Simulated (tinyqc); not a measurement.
# Double-gate transistor, scale length and short-channel effects: effects of single changes

A body of thickness ts between two insulators of thickness ti and two tied gates. Below threshold the potential that source and drain add obeys Laplace's equation and vanishes on the gate. Its lowest mode decays along the channel as exp(-k y); k is the smallest positive root of the matching condition at the interface, and the scale length is Lambda = pi/k.

Parameters, values chosen for the exercise; permittivities: semiconductor made up, insulator close to that of hafnium oxide: temperature T = 300 K; relative permittivity of the semiconductor eps_r = 12.2; relative permittivity of the insulator ei = 21.6; insulator thickness ti = 3.8 nm; body thickness ts = 6.8 nm; channel length L = 30 nm; potential of the source Vbi = 0.98 V; potential of the barrier top at threshold sT = 0.72 V; drain voltage Vds = 0.8 V.

Constants: q = 1.602176634e-19 C, kB = 1.380649e-23 J/K, Vt = kB T/q. Results are converted to the units shown.

Each table varies one quantity; the others keep the values above.

## Effect of the body thickness

k is the smallest positive root of f(k) = ei cos(k ti) cos(k ts/2) - eps_r sin(k ti) sin(k ts/2). Along the channel psi(y) = s + a exp(y/l) + b exp(-y/l) with psi(0) = Vbi, psi(L) = Vbi + Vds and l = 1/k = Lambda/pi; with A = Vbi - s, B = A + Vds, x = exp(-L/l): a = (B - A x) x/(1 - x^2), b = (A - B x)/(1 - x^2). The minimum is s + 2 sqrt(a b), at y = (l/2) ln(b/a). The long-channel potential follows the gate as s = sT + (Vg - VTL)/m, and the threshold VT is the gate voltage at which the minimum equals sT. Swing = m Vt ln 10/g at threshold, g = d(minimum)/ds = 1 - (b x + a)/((1 + x) sqrt(a b)). DIBL = [VT(0.05 V) - VT(Vds)]/(Vds - 0.05 V). sT and Vbi are held fixed; m = 1.

Effect of the body thickness:

| ts (nm) | Lambda (nm) | L/Lambda | VT - VTL at Vds (mV) | DIBL (mV/V) | swing (mV/decade) |
|---|---|---|---|---|---|
| 2.7 | 9.202 | 3.260 | -6.362 | 3.909 | 60.43 |
| 3.4 | 9.662 | 3.105 | -8.154 | 5.015 | 60.68 |
| 4.2 | 10.22 | 2.936 | -10.69 | 6.582 | 61.04 |
| 5.3 | 11.03 | 2.720 | -15.16 | 9.359 | 61.66 |
| 6.6 | 12.06 | 2.488 | -22.16 | 13.72 | 62.63 |
| 8.2 | 13.40 | 2.239 | -33.61 | 20.92 | 64.20 |
| 10 | 15.00 | 2.001 | -50.53 | 31.66 | 66.47 |

What does the comparison show?

As ts goes from 2.7 to 10 nm, Lambda rises from 9.20 to 15.0 nm, DIBL rises from 3.91 to 31.7 mV/V and the swing rises from 60.4 to 66.5 mV a decade. On average Lambda goes as ts^(0.37). For ts = 2.7 to 3.4 nm the semiconductor is under 4 nm thick, where quantum confinement shifts the threshold.

## A higher permittivity at fixed equivalent oxide thickness

Same model as above.

The equivalent oxide thickness 3.9 ti/ei is held at 0.69 nm, so ti = 0.69 ei/3.9 nm.

Result of one run:

| ei | ti (nm) | Lambda (nm) | L/Lambda | DIBL (mV/V) | swing (mV/decade) |
|---|---|---|---|---|---|
| 3.9 | 0.69000 | 10.690 | 2.8064 | 8.1272 | 61.385 |

What becomes of these results when the relative permittivity of the insulator ei is changed from 3.9 to 15, all else the same?

Result of the changed run:

| ei | ti (nm) | Lambda (nm) | L/Lambda | DIBL (mV/V) | swing (mV/decade) |
|---|---|---|---|---|---|
| 15 | 2.6538 | 11.377 | 2.6370 | 10.727 | 61.966 |

The whole series:

| ei | ti (nm) | Lambda (nm) | L/Lambda | DIBL (mV/V) | swing (mV/decade) |
|---|---|---|---|---|---|
| 3.9 | 0.69000 | 10.690 | 2.8064 | 8.1272 | 61.385 |
| 5 | 0.88462 | 10.720 | 2.7986 | 8.2317 | 61.408 |
| 7.5 | 1.3269 | 10.817 | 2.7735 | 8.5759 | 61.486 |
| 10 | 1.7692 | 10.956 | 2.7382 | 9.0857 | 61.600 |
| 15 | 2.6538 | 11.377 | 2.6370 | 10.727 | 61.966 |
| 20 | 3.5385 | 12.008 | 2.4984 | 13.495 | 62.579 |
| 25 | 4.4231 | 12.863 | 2.3323 | 17.832 | 63.528 |
| 35 | 6.1923 | 15.165 | 1.9783 | 32.933 | 66.737 |

As ei goes from 3.9 to 35, Lambda rises from 10.7 to 15.2 nm, DIBL rises from 8.13 to 32.9 mV/V and the swing rises from 61.4 to 66.7 mV a decade. The ratio ei/ti is the same in every row, yet the insulator grows from 0.690 to 6.19 nm, and drain fields reach the channel sideways through it.

tinyqc, about 0.01 s, one thread, Intel Xeon 2.30GHz (shared host): `OMP_NUM_THREADS=1 python tinyqc.py 2420095 2420096 out.jsonl`
